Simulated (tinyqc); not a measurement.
# Short-channel transistor, virtual-source model with series resistance: effect of the velocity at the virtual source on the on and off currents

The current per gate width is the charge at the top of the source barrier (the virtual source) times its velocity times a saturation function; al and be are fitting constants of the model. Units: I in uA/um, Rs in ohm um, so I Rs = 1e-6 I Rs in volts; Q in uC/cm^2, so I = 1e-4 Q vx0 Fsat with vx0 in cm/s.

Intrinsic voltages Vg' = Vgs - I Rs, Vd' = Vds - 2 I Rs. n = n0 + nd Vd', VT = VT0 - dl Vd', Ff = 1/(1 + exp((Vg' - VT + al Vt/2)/(al Vt))), Q = Cinv n Vt ln(1 + exp((Vg' - VT + al Vt Ff)/(n Vt))), Vdsat = (vx0 L/mu)(1 - Ff) + Vt Ff, Fsat = u/(1 + u^be)^(1/be) with u = Vd'/Vdsat, and I = Q vx0 Fsat per width. I is solved self-consistently. Ion is I at Vgs = Vds = 0.6 V, Ioff at Vgs = 0, Vds = 0.6 V, and Rlin = Vds/I at Vgs = 0.6 V, Vds = 0.05 V.

Parameters, values chosen for the exercise:
- T = 350 K (temperature)
- Cinv = 2.84 uF/cm^2 (inversion capacitance)
- mu = 120 cm^2/(V s) (apparent mobility)
- L = 130 nm (channel length)
- VT0 = 0.321 V (threshold at zero drain voltage)
- dl = 0.148 V/V (drain-induced barrier lowering)
- n0 = 1.1 (subthreshold factor)
- nd = 0.2 1/V (growth of n with drain voltage)
- al = 3.5 (threshold shift (in units of Vt) from weak to strong inversion)
- be = 1.8 (sharpness of saturation)
- Rs = 250 ohm um (series resistance of each contact)

Constants: q = 1.602176634e-19 C, kB = 1.380649e-23 J/K, Vt = kB T/q. Results are converted to the units shown.

Results:
```
vx0 (cm/s)  Ion (uA/um)  Ioff (nA/um)  log10(Ion/Ioff)  Rlin (ohm um)
5e6               262.3          1028            2.407           1806
7.1e6             286.9          1432            2.302           1802
1e7               302.3          1956            2.189           1800
1.4e7             311.4          2610            2.077           1799
2e7               317.0          3437            1.965           1798
4e7               321.5          5158            1.795           1797
```

Estimate the missing row, vx0 = 2.8e7 cm/s.

Computed row:
```
vx0 (cm/s)  Ion (uA/um)  Ioff (nA/um)  log10(Ion/Ioff)  Rlin (ohm um)
2.8e7             319.9          4288            1.873           1798
```

With this row back in the table: As vx0 goes from 5e6 to 4e7 cm/s, Ion rises from 262 to 322 uA/um, Ioff rises from 1030 to 5160 nA/um and Rlin stays near 1800 ohm um. Ion changes by a factor of 1.23 and Ioff by 5.02. In every row the off current passes 1 uA/um, so the device is hardly off at Vgs = 0.

Numbers from tinyqc (`OMP_NUM_THREADS=1 python tinyqc.py 2380028 2380029 out.jsonl`; about 0.01 s on one thread of a shared Intel Xeon 2.30GHz).
